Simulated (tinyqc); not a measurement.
# From thickness x back to barrier W

Model: Cabrera-Mott growth of a thin oxide under its own electric field. Computed by tinyqc, a small Python program. Command: `OMP_NUM_THREADS=1 python tinyqc.py 3024816 3024817 out.jsonl cabrera inv`. One thread of a shared host (Intel(R) Xeon(R) Processor @ 2.30GHz), about 0.05 s of CPU time with the checks.

Electrons cross the film freely and set a fixed potential V across it; the field V/x lowers the barrier for ions entering the oxide.

Inputs (values chosen for the exercise, for a model metal):

| quantity | value | unit |
|---|---|---|
| Mott potential V | 1.7 | V |
| ion charge number z | 1 | - |
| half jump distance b | 2.1 | angstrom |
| prefactor u0 = N Omega nu | 1.9e+13 | angstrom/s |
| temperature T | 400 | K |
| starting thickness x0 | 4.7 | angstrom |
| time t | 170000 | s |

Backward hops: ignored.

Constants: k_B = 8.617333262e-05 eV/K.

Method. u = u0 exp(-W/(k_B T)), X1 = z b V/(k_B T) with V in volts and k_B T in eV; dx/dt = u exp(X1/x). t(x) = int_(x0)^x dx / (dx/dt) by Gauss-Legendre quadrature (80 points on each side of (x0 + 2 x)/3), solved for x.

Question. A run gave the result below. Find the barrier W, known to lie between 1 and 2 eV.

thickness x = 14.39009 angstrom

Answer.

Each step takes the trial c = (a f_b - b f_a)/(f_b - f_a), f being the result less the target and a, b, c the logarithms of the listed values; c replaces end b, the old b replaces a if the sign of f changed, and otherwise f_a is halved.

Scan of the range:

| barrier W (eV) | thickness x (angstrom) |
|---|---|
| 1.00 | 8.13345e+05 |
| 1.12 | 2.56080e+04 |
| 1.26 | 6.76286e+02 |
| 1.41 | 7.12303e+01 |
| 1.59 | 2.19099e+01 |
| 1.78 | 1.14226e+01 |
| 2.00 | 7.11121e+00 |

False position (Illinois rule, in the logarithm of the input) inside the bracket:

| step | end a | end b | trial | thickness x (angstrom) |
|---|---|---|---|---|
| 1 | 1.59000 | 1.78000 | 1.72404 | 13.3899 |
| 2 | 1.59000 | 1.72404 | 1.69497 | 14.6743 |
| 3 | 1.72404 | 1.69497 | 1.70136 | 14.3732 |
| 4 | 1.69497 | 1.70136 | 1.70101 | 14.3898 |
| 5 | 1.69497 | 1.70101 | 1.70099 | 14.3903 |
| 6 | 1.70101 | 1.70099 | 1.70100 | 14.3901 |

Thickness x falls at every point of a 13-point scan of the range (every second point is shown), so one value fits; it is bracketed by 1.59 and 1.78. Answer: barrier W = 1.701 eV.

Caution: the starting field or rate is formal: the first layers form as fast as oxygen arrives.
